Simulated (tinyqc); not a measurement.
Long-channel MOSFET, surface-potential model: one step of the calculation.

n-channel transistor on a uniformly doped p-type body, gradual-channel approximation, constant mobility, Boltzmann statistics, full ionisation. Potentials are counted from the neutral body; V is the electron quasi-Fermi potential, Vsb at the source and Vsb + Vds at the drain. Charges are magnitudes per area.

Question. Inversion charge along the channel. The surface potential psi at channel potential V solves Vgs + Vsb - Vfb - psi = gamma sqrt(G), G = psi - Vt + Vt exp((psi - 2 phiF - V)/Vt). Charge sheet: Qi = Cox gamma [sqrt(G) - sqrt(psi - Vt)]. Pao-Sah: Qi = (Cox gamma/2) integral from 3 Vt to psi of exp((u - 2 phiF - V)/Vt)/sqrt(G(u, V)) du.

Inputs (values chosen for the exercise); material values close to those of gallium nitride: temperature T = 293 K; flat-band voltage Vfb = -1.6 V; source-body reverse bias Vsb = 0 V; gate-source voltage Vgs = 2.27 V.

Constants: q = 1.602176634e-19 C, kB = 1.380649e-23 J/K, Vt = kB T/q. Results are converted to the units shown.

| point | V (V) |
|---|---|
| 0 | 0 |
| 1 | 0.083333333 |
| 2 | 0.16666667 |
| 3 | 0.25 |
| 4 | 0.33333333 |
| 5 | 0.41666667 |
| 6 | 0.5 |

phiF = 1.5692196 V
Cox = 0.29251613 uF/cm^2
gamma = 0.28253866 V^0.5

Give: psi; Qi, charge sheet; Qi, Pao-Sah.

Answer.

| point | psi (V) | Qi, charge sheet (nC/cm^2) | Qi, Pao-Sah (nC/cm^2) |
|---|---|---|---|
| 0 | 3.24 | 34.7 | 34.8 |
| 1 | 3.31 | 15.3 | 15.4 |
| 2 | 3.35 | 2.81 | 2.83 |
| 3 | 3.35 | 0.146 | 0.147 |
| 4 | 3.35 | 0.00549 | 0.00551 |
| 5 | 3.35 | 2.02e-4 | 2.03e-4 |
| 6 | 3.35 | 7.46e-6 | 7.49e-6 |

At the source the charge-sheet charge is 0.37 % below the Pao-Sah one.

Program tinyqc, `OMP_NUM_THREADS=1 python tinyqc.py 2360041 2360042 out.jsonl`; Intel Xeon 2.30GHz, shared host, one thread, about 0.04 s.
